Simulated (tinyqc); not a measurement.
Gaps against temperature: band gaps under pressure and temperature from deformation potentials.

Murnaghan: V/V0 = (1 + Bp P/B0)^(-1/Bp), B0 = (C11 + 2 C12)/3. Each gap moves by a ln(V/V0) with its volume potential a, and falls with temperature by aV T^2/(T + bV) (Varshni); the two effects are added. No change of phase is considered.

Constants: hc = 1239.841984 eV nm.

Values chosen for the exercise (near those of InAs, the X and L potentials typical of such crystals; the results hold for these values, not for the real material): Eg = 0.415 eV (gap at Gamma to the s-like level at 0 K, 0 GPa); EgX = 1.409 eV (gap to X at 0 K, 0 GPa); EgL = 1.146 eV (gap to L at 0 K, 0 GPa); C11 = 83.6 GPa; C12 = 45.7 GPa; Bp = 4.78 (pressure derivative of the bulk modulus); aG = -6.16 eV (volume potential of the Gamma gap); aX = 1.59 eV (volume potential of the X gap); aL = -3.93 eV (volume potential of the L gap); aV = (0.273, 0.267, 0.273) meV/K (Varshni alpha of Gamma, X, L); bV = (99, 86, 94) K (Varshni beta of Gamma, X, L); P = 4.8 GPa (pressure).

At the pressure P; wavelength hc/E of the lowest gap.

Gaps (eV):
```
T (K)   Gamma       X       L  lowest  wavelength (nm)
0      0.8425  1.2987  1.4187   Gamma           1471.7
50     0.8379  1.2938  1.4140   Gamma           1479.7
100    0.8287  1.2843  1.4046   Gamma           1496.1
200    0.8059  1.2613  1.3816   Gamma           1538.4
300    0.7809  1.2364  1.3563   Gamma           1587.8
400    0.7549  1.2108  1.3303   Gamma           1642.4
500    0.7285  1.1848  1.3038   Gamma           1701.9
600    0.7019  1.1586  1.2771   Gamma           1766.5
```

From 0 to 100 K the Gamma gap falls by 13.7 meV, from 500 to 600 K by 26.7 meV: quadratic below bV, linear with a slope tending to aV = 0.273 meV/K above. Gamma stays lowest. A pressure of 0.58 GPa, with the slope -aG/B0 at zero pressure, would undo the fall of the Gamma gap from 0 to 300 K.

Run: tinyqc, `OMP_NUM_THREADS=1 python tinyqc.py 1050755 1050756 out.jsonl`; Intel(R) Xeon(R) Processor @ 2.30GHz, one thread, shared host; about 0.01 s of CPU time with all checks.
